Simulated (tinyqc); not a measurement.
# Resistance of a source-drain extension with a graded tip: what changes with what

y runs along the channel, the gate covers y > 0. The doping is N0 for y < y0 and N0 10^(-(y - y0)/la) beyond, uniform over the depth xj. Sheet conductance s(y) = q mu(N) max(N - Nch, 0) xj + (for y > 0) ma Cox Vo, with mu(N) = u0 + (u1 - u0)/(1 + (N/Nr)^au) and Cox = eps0 eox/tox. Current is taken as one-dimensional; depletion of the tip, spreading and the contact are left out. The metallurgical junction lies at yj, where N = Nch.

Inputs (values chosen for the exercise); mobility law close to that of electrons in silicon:
- eox = 3.9 (relative permittivity of the gate insulator (close to silicon dioxide))
- tox = 1.3 nm (insulator thickness)
- N0 = 2.1e20 cm^-3 (active doping of the extension far from the gate)
- la = 3.5 nm/decade (lateral abruptness)
- xj = 7 nm (depth of the extension)
- Nch = 3.7e18 cm^-3 (channel doping)
- Ls = 15 nm (spacer length)
- Vo = 0.38 V (gate overdrive)
- ma = 130 cm^2/(V s) (mobility of the gate-induced layer)
- u1 = 1414 cm^2/(V s) (mobility at low doping)
- u0 = 68.5 cm^2/(V s) (mobility at high doping)
- Nr = 9.2e16 cm^-3 (reference doping)
- au = 0.711 (exponent)
- Lg = 50 nm (gate length)

Constants: q = 1.602176634e-19 C, eps0 = 8.8541878128e-14 F/cm where lengths are in cm. Results are converted to the units shown.

Each table varies one quantity; the others keep the values above.

## Abruptness at a fixed junction position

R_spacer = integral of dy/s from -Ls to 0, R_ov from 0 to yj, R_channel = (Lg - 2 yj)/(ma Cox Vo), R_total = 2 R_spacer + 2 R_ov + R_channel. Electrical length L_eff = ma Cox dR_total/d(1/Vo); R_series = R_total - L_eff/(ma Cox Vo). y0 is moved with la so that yj stays at 9.5391 nm.

The same in every row: yj (nm) = 9.539; R_channel (ohm um) = 235.7.

Abruptness at a fixed junction position:
```
la (nm/decade)	R_spacer (ohm um)	R_ov (ohm um)	R_total (ohm um)	L_eff (nm)	R_series (ohm um)
1	8.763	9.661	272.5	31.83	29.92
2.3	8.763	15.49	284.2	32.89	33.54
3.6	8.763	21.32	295.8	33.94	37.16
4.9	8.763	27.15	307.5	35.00	40.78
6.1	8.928	32.40	318.3	35.96	44.22
7.4	10.26	37.16	330.5	36.96	48.84
8.7	12.94	41.02	343.6	37.87	54.95
10	16.89	44.14	357.7	38.69	62.86
```

As la goes from 1 to 10 nm/decade, R_total rises from 272 to 358 ohm um, R_spacer rises from 8.76 to 16.9 ohm um and R_ov rises from 9.66 to 44.1 ohm um. R_total changes on average by 9.47 ohm um for each nm/decade. L_eff exceeds the metallurgical length by 0.908 nm in the first row and 7.77 nm in the last, since the gate also controls the lightly doped tips.

## Effect of the position under the gate where the fall begins

Same model as above.

Result of one run:
```
y0 (nm)	yj (nm)	R_spacer (ohm um)	R_ov (ohm um)	R_channel (ohm um)	R_total (ohm um)	L_eff (nm)	R_series (ohm um)
-2	4.139	9.937	17.03	318.0	371.9	44.55	32.38
```

What becomes of these results when the position under the gate where the fall begins (gate edge at 0) y0 is changed from -2 to 2 nm, all else the same?

Result of the changed run:
```
y0 (nm)	yj (nm)	R_spacer (ohm um)	R_ov (ohm um)	R_channel (ohm um)	R_total (ohm um)	L_eff (nm)	R_series (ohm um)
2	8.139	8.763	20.11	257.0	314.7	36.65	35.47
```

The whole series:
```
y0 (nm)	yj (nm)	R_spacer (ohm um)	R_ov (ohm um)	R_channel (ohm um)	R_total (ohm um)	L_eff (nm)	R_series (ohm um)
-4	2.139	17.10	11.80	348.4	406.3	48.05	40.06
-2	4.139	9.937	17.03	318.0	371.9	44.55	32.38
0	6.139	8.763	19.03	287.5	343.1	40.63	33.46
2	8.139	8.763	20.11	257.0	314.7	36.65	35.47
4	10.14	8.763	21.20	226.5	286.4	32.67	37.49
6	12.14	8.763	22.28	196.0	258.1	28.69	39.51
8	14.14	8.763	23.37	165.5	229.8	24.71	41.52
```

As y0 goes from -4 to 8, R_total falls from 406 to 230 ohm um, L_eff falls from 48.1 to 24.7 nm and R_series goes from 40.1 through a minimum of 32.4 (at y0 = -2 among the rows listed) to 41.5 ohm um. More overlap also shortens the channel and adds capacitance, effects on threshold and speed that are left out.

Computed by the program tinyqc: `OMP_NUM_THREADS=1 python tinyqc.py 2282093 2282094 out.jsonl`, one thread of a shared Intel Xeon 2.30GHz, about 0.03 s for the whole run.
